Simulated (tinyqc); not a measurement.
Low-temperature mobility of a two-dimensional electron gas with static screening: one step, computed by the program tinyqc.

One subband is filled, the gas is degenerate and scatters at the Fermi circle; one permittivity serves on both sides of the interface. All formulas are in SI units, masses times m_0. Piezoelectric and polar phonons are left out, and n_s is taken as set by a gate, independent of N_i.

Problem. Interface roughness. Form factors of a sheet of zero thickness: G(q) = 1, P(q) = exp(-q d). Dielectric function eps(q) = 1 + q_TF G(q)/q, with q = 2 k_F sin(theta/2). Roughness: <|U|^2> = (e F)^2 S(q), S = pi Delta^2 Lambda^2 exp(-q^2 Lambda^2/4). 1/tau_t = (m/(pi hbar^3)) int_0^pi (1 - cos theta) <|U|^2>/eps(q)^2 dtheta; the quantum rate 1/tau_q drops the factor (1 - cos theta); 200 Gauss-Legendre points in s with theta = pi s^2, s from 0 to 1; mu = e tau_t/m.

Inputs (values chosen for the exercise, modelled on a silicon inversion layer): in-plane mass m = 0.195 m_0; permittivity eps = 11.6; roughness height Delta = 0.57 nm; correlation length Lambda = 9.7 nm; remote charge density N_i = 1.5e+12 1/cm^2; distance d of the charges from the interface = 0.75 nm.

Wave function: ideal sheet. Roughness spectrum: Gaussian.

k_F = 0.5576896 1/nm

q_TF = 1.270678 1/nm

effective field F = 0.7757506 MV/cm

Constants: m_0 = 9.1093837015e-31 kg; hbar = 1.054571817e-34 J s; e = 1.602176634e-19 C; eps_0 = 8.8541878128e-12 F/m.

Give: tau_t, roughness; tau_q, roughness; roughness mobility; tau_t/tau_q, roughness.

Solution.

tau_t, roughness = 4.6353 ps

tau_q, roughness = 0.43729 ps

roughness mobility = 41809 cm^2/(V s)

tau_t/tau_q, roughness = 10.600

k_F Lambda = 5.41: long-wavelength roughness scatters mostly forward.
